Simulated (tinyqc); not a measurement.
Kinetics of strain relaxation and threading dislocations in mismatched semiconductor layers: one step, computed by the program tinyqc.

60-degree dislocations on {111} planes of a (001) layer, isotropic elasticity. The Schmid factor is 1/sqrt(6), and a misfit segment relieves strain with b/2.

Task: Relaxation in the anneal. Excess resolved stress tau = (1/sqrt 6) [2 G (1 + nu)/(1 - nu)] (e - e_eq), e_eq = b (1 - nu/4) [ln(h/b) + 1]/(4 pi (1 + nu) h), the Matthews-Blakeslee strain of an uncapped layer; glide velocity v = v0 tau exp(-Q/(k_B T)), tau in MPa. Threads run in two directions, so de/dt = -(b/4) rho v, with rho fixed. With x = e - e_eq, x0 = f - e_eq (fully strained at t = 0) and v = m S x (m the mobility, S x = tau): x = x0 exp(-t/t_r), t_r = 4/(b rho_0 m S). The half time is that at which x = x0/2.

Inputs (values chosen for the exercise, modelled on Si(0.8)Ge(0.2) on Si):
```
quantity,value,unit
misfit f,0.00869,-
shear modulus G,66.4,GPa
Poisson ratio nu,0.27,-
Burgers vector b,3.88,angstrom
anneal temperature T,933,K
anneal time t,320,s
initial thread density rho_0,50000,1/cm^2
multiplication constant delta,9800,1/m
```

Sources: fixed density of threads.

mobility v/tau = 8.168267e-08 m/s per MPa

equilibrium strain e_eq = 0.002030797

Give: strain left e; share of the excess strain relieved; thread density; half time.

Result:

strain left e = 0.007940

share of the excess strain relieved = 11.27 %

thread density = 50000 1/cm^2

half time = 1855 s

Relaxation is under way. The misfit lines laid down are 0.26 micrometre apart. Caution: blocking of threads by crossing misfit lines, left out here, leaves real layers with more strain.
